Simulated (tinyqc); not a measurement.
Inside a calculation: Bethe-Salpeter matrix of a two-band chain (Tamm-Dancoff form). Values are carried at full precision from step to step, so a last printed digit may differ when a step is redone from the rounded ones.

One valence and one conduction band, lattice period 1, mesh k = 2 pi j/N. Pair energies D(k) = Eg + 2 t sum(1 - cos k), t = tc + tv. Screened attraction W(R) = U at R = 0 and V/|R| otherwise, R over the N cells with the nearest image; W(q) = sum_R W(R) cos(q R). H(k, k') = D(k) delta - W(k - k')/Nk + 2 J/Nk for singlets (J = 0 for triplets), Nk the number of k points. With a constant transition dipole the strength of a state is f = (sum_k A_k)^2/Nk, and the f sum to 1.

Values chosen for the exercise: Eg = 4.7 eV (quasiparticle gap); tc = 0.79 eV (conduction hopping); tv = 0.34 eV (valence hopping); U = 0.41 eV (attraction in the same cell); V = 0 eV (attraction at one cell distance); J = 0.28 eV (exchange in the same cell); N = 6 (k points along each axis).

## Pair energies and the kernel

List D(k), W(R) and W(q) on the mesh.

Mesh values (eV):
```
index j  D(k_j)  W(R = j)  W(q_j)
j0       4.7000    0.4100  0.4100
j1       5.8300    0.0000  0.4100
j2       8.0900    0.0000  0.4100
j3       9.2200    0.0000  0.4100
j4       8.0900    0.0000  0.4100
j5       5.8300    0.0000  0.4100
```

## The singlet matrix

Fill in H.

H (eV), rows j0, j1, j2, j3, j4, j5 and columns alike:
$$\begin{pmatrix}
4.7250 & 0.0250 & 0.0250 & 0.0250 & 0.0250 & 0.0250 \\
0.0250 & 5.8550 & 0.0250 & 0.0250 & 0.0250 & 0.0250 \\
0.0250 & 0.0250 & 8.1150 & 0.0250 & 0.0250 & 0.0250 \\
0.0250 & 0.0250 & 0.0250 & 9.2450 & 0.0250 & 0.0250 \\
0.0250 & 0.0250 & 0.0250 & 0.0250 & 8.1150 & 0.0250 \\
0.0250 & 0.0250 & 0.0250 & 0.0250 & 0.0250 & 5.8550
\end{pmatrix}$$

## Exciton levels and strengths

Diagonalise. For the lowest state give the amplitudes A_k (norm 1, largest positive) and f = (sum_k A_k)^2/Nk, Nk the size of the matrix.

levels (eV): [4.7235, 5.8300, 5.8796, 8.0900, 8.1403, 9.2467]

amplitudes of the lowest state: j0 0.999, j1 -0.021, j2 -0.007, j3 -0.005, j4 -0.007, j5 -0.021

f of the lowest state = 0.147

The lowest state lies 0.0235 eV above the gap Eg = 4.7 eV and holds 15 % of the strength, against 17 % for one free pair. On a fine mesh the triplet and singlet bindings are 0.0369 and -0.0007 eV.

## Spectrum with and without the kernel

Distinct levels with their degeneracy and summed f, for singlets, beside the sorted triplet levels and free pairs.

Singlets:
```
E (eV)  degeneracy       f
4.7235           1  0.1466
5.8300           1  0.0000
5.8796           1  0.3270
8.0900           1  0.0000
8.1403           1  0.3366
9.2467           1  0.1897
```

triplet levels (eV): [4.6180, 5.6923, 5.8300, 7.9575, 8.0900, 9.1623]

free pairs (eV): [4.7000, 5.8300, 5.8300, 8.0900, 8.0900, 9.2200]

2 of the 6 singlets are dark; those whose amplitude vanishes at R = 0 also feel neither U nor J. The lowest singlet lies 0.1055 eV above the lowest triplet; first order gives 2 J f = 0.1331 eV with the f of the triplet envelope. The centre of the spectrum, sum f E = 7.1100 eV, equals mean D - U + 2J = 7.1100 eV.

## Checks

- Levels from the matrix in the electron-hole distance R against those in k: they agree to 1e-10 or better.
- Triplet binding on 200 points against the formula sqrt(4 t^2 + U^2) - 2t, eV: both 0.0369.

Computed by tinyqc, a small Python program: `OMP_NUM_THREADS=1 python tinyqc.py 1282053 1282054 out.jsonl` (the numbers bound the seed that draws the inputs); one thread of a shared host (Intel(R) Xeon(R) Processor @ 2.30GHz), about 0.1 s for the whole set of steps.
